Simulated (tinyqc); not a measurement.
Worked calculation: quaternary alloy A(x)B(1-x)C(y)D(1-y) matched to a substrate. Values are carried at full precision from step to step, so a last printed digit may differ when a step is redone from the rounded ones.

Matching a(x,y) = a_s gives x = (a_s - y a_BC - (1 - y) a_BD)/(y (a_AC - a_BC) + (1 - y)(a_AD - a_BD)).
Constants: hc = 1239.841984 eV nm.

Parameters, chosen for this exercise (AC, AD, BC, BD near GaAs, GaSb, InAs and InSb; substrate near InP; not measured data):
- a = (5.656, 6.088, 6.062, 6.47) angstrom (lattice constants of AC, AD, BC, BD)
- a_s = 5.873 angstrom (substrate)
- y = 0.73 (fraction of C)
- Eg = (1.531, 0.814, 0.411, 0.236) eV (gaps at Gamma of AC, AD, BC, BD)
- Cb = (0.456, 0.392, 1.4, 0.63) eV (bowing of ABC, ABD, ACD, BCD)
- dx = 0.012 (error of x in growth)

## The matched composition

Give numerator, denominator and x.

numerator = -0.29916 angstrom
denominator = -0.39952 angstrom
x = 0.7488

## The gap by rule 1

Q(x,y) = x y Q_AC + x (1 - y) Q_AD + (1 - x) y Q_BC + (1 - x)(1 - y) Q_BD for the lattice constant. Gap, rule 1: Q(x,y) - x (1 - x)[y C_ABC + (1 - y) C_ABD] - y (1 - y)[x C_ACD + (1 - x) C_BCD]. Rule 2 (mean of ternaries): {x (1 - x)[y T_ABC(x) + (1 - y) T_ABD(x)] + y (1 - y)[x T_ACD(y) + (1 - x) T_BCD(y)]}/{x (1 - x) + y (1 - y)}, T_ABC(x) = x E_AC + (1 - x) E_BC - C_ABC x (1 - x), T_ACD(y) = y E_AC + (1 - y) E_AD - C_ACD y (1 - y), and alike. Only the Gamma valley is followed.

Give the four weights, the bilinear part, the two bowing terms, the gap and hc/gap.

weights of AC, AD, BC, BD: 0.5466  0.2022  0.1834  0.0678

bilinear part = 1.0928 eV

bowing terms (eV): 0.0825  0.2378

gap = 0.7725 eV
wavelength = 1605 nm

## The gap by rule 2

Give the four ternary gaps and their weighted mean.

T_ABC, T_ABD, T_ACD, T_BCD (eV): 1.1639  0.5951  1.0615  0.2396

gap = 0.9308 eV

Rule 2 lies 158 meV above rule 1: it averages the two bowing terms where rule 1 adds them. Both agree on the ternary edges.

## An error in composition

Replace x by x + dx; mismatch (a_s - a)/a and change of the relaxed gap by rule 1.

a = 5.8682 angstrom
mismatch = 0.082 %
change of the gap = 12.5 meV

The layer would be under tension; the strain shift of the gap is not included.

## Checks

- Lattice constant at the matched composition against a_s (angstrom): both 5.8730.
- Rule 2 as a mean of ternaries against its form with averaged bowing (eV): both 0.9308.

tinyqc: `OMP_NUM_THREADS=1 python tinyqc.py 1050156 1050157 out.jsonl`; about 0.01 s, one thread, shared Intel(R) Xeon(R) Processor @ 2.30GHz.
